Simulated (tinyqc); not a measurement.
## Undoped symmetric double-gate MOSFET, analytic potential model: effect of the insulator thickness

An undoped body of thickness ts between two equal insulators and tied gates; long channel, electrons only, n = ni exp((psi - V)/Vt) with V the quasi-Fermi potential (0 at the source, Vd at the drain), constant mobility, no quantisation. Across the body psi(x) = V - 2 Vt ln[(ts/(2 beta)) sqrt(q ni/(2 eps0 eps_r Vt)) cos(2 beta x/ts)], x from the centre. Q is the electron charge per area of the whole body.

ni = sqrt(Nc Nv) exp(-Eg/(2 Vt)), Eg in volts; r = eps_r tox/(eox ts); V0 = dphi + 2 Vt ln[(2/ts) sqrt(2 eps0 eps_r Vt/(q ni))]. beta (between 0 and pi/2) solves (Vg - V0 - V)/(2 Vt) = ln(beta) - ln(cos beta) + 2 r beta tan(beta). Q = 8 eps0 eps_r Vt beta tan(beta)/ts; I = mu (1/L)(4 eps0 eps_r/ts)(2 Vt)^2 [g(beta_s) - g(beta_d)] per width, g = beta tan(beta) - beta^2/2 + r beta^2 tan^2(beta), with beta_s at V = 0 and beta_d at V = Vd.  I(low) is taken at Vg = -0.13 V, Qs and I(high) at Vg = 0.62 V.

Values chosen for this exercise; material values close to those of germanium:
- T = 300 K (temperature)
- Eg = 0.664 eV (band gap)
- eps_r = 16.1 (relative permittivity of the semiconductor)
- Nc = 1.06e19 cm^-3 (conduction-band density of states at T)
- Nv = 5.94e18 cm^-3 (valence-band density of states at T)
- eox = 23.9 (relative permittivity of the gate insulator)
- ts = 6 nm (body thickness)
- dphi = -0.2 V (gate work function less that of the intrinsic body)
- mu = 700 cm^2/(V s) (channel mobility)
- L = 0.1 um (gate length)
- Vd = 1 V (drain voltage)

Constants: q = 1.602176634e-19 C, kB = 1.380649e-23 J/K, Vt = kB T/q, eps0 = 8.8541878128e-14 F/cm where lengths are in cm. Results are converted to the units shown.

The same in every row: V0 (V) = 0.12063.

Effect of the insulator thickness:

| tox (nm) | I(low) (nA/um) | Qs(high) (nC/cm^2) | I(high) (uA/um) |
|---|---|---|---|
| 3.2 | 5.4773 | 5010.1 | 8273.6 |
| 4.6 | 5.4772 | 3634.4 | 6169.5 |
| 6.6 | 5.4770 | 2635.5 | 4588.1 |
| 9.5 | 5.4768 | 1901.5 | 3388.2 |
| 14 | 5.4765 | 1339.7 | 2441.9 |
| 20 | 5.4760 | 968.33 | 1799.0 |
| 28 | 5.4754 | 711.24 | 1343.9 |

As tox goes from 3.2 to 28 nm, I(low) stays near 5.48 nA/um and I(high) falls from 8270 to 1340 uA/um. On average I(low) is independent of tox and I(high) goes as tox^(-0.84). Below threshold no voltage drops over the insulator in this long-channel model, so its thickness does not matter there. In every row the surface density at the source at the higher gate voltage passes 0.3 Nc, where Boltzmann statistics fail. In every row mu V/L at the higher gate voltage, with V the smaller of Vd and Vg - V0, passes 3e6 cm/s, so velocity saturation would lower the current. For tox = 20 to 28 nm L is under three scale lengths of this cross-section, so short-channel effects, left out here, would raise the subthreshold current. In every row the body is thin enough for quantum confinement, left out here, to raise the threshold.

Numbers from tinyqc (`OMP_NUM_THREADS=1 python tinyqc.py 2440017 2440018 out.jsonl`; about 0.01 s on one thread of a shared Intel Xeon 2.30GHz).
